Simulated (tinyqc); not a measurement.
Inside a calculation. Method: plane-wave Kohn-Sham cycle with exchange-only LDA in a layered model solid. One step of it, computed by the program tinyqc.

Question. Iteration 1: Hamiltonian at one k. H(m,m') = (k + G_m)^2/2 delta + V(G_m - G_m'), with V(-G) = V(G).

A solid whose potential varies along x alone (atomic units):
```
parameter                      value
period a                    9.500000
cross-section of the cell  24.000000
electrons per cell                 2
grid points                       16
plane waves -n..n, n               2
k points                           4
V1 in V1 cos(2 pi x/a)     -0.680000
V2 in V2 cos(4 pi x/a)      0.180000
```

V(G_m), m = 0, 1, 2, ... (hartree): [-0.203090, -0.340000, 0.090000, 0.000000, 0.000000]

k = 0.125000 2 pi / a

Give: H.

Answer.

H (hartree), order -2, -1, +0, +1, +2:
$$\begin{pmatrix}
0.566 & -0.340 & 0.090 & 0.000 & 0.000 \\
-0.340 & -0.036 & -0.340 & 0.090 & 0.000 \\
0.090 & -0.340 & -0.200 & -0.340 & 0.090 \\
0.000 & 0.090 & -0.340 & 0.074 & -0.340 \\
0.000 & 0.000 & 0.090 & -0.340 & 0.785
\end{pmatrix}$$
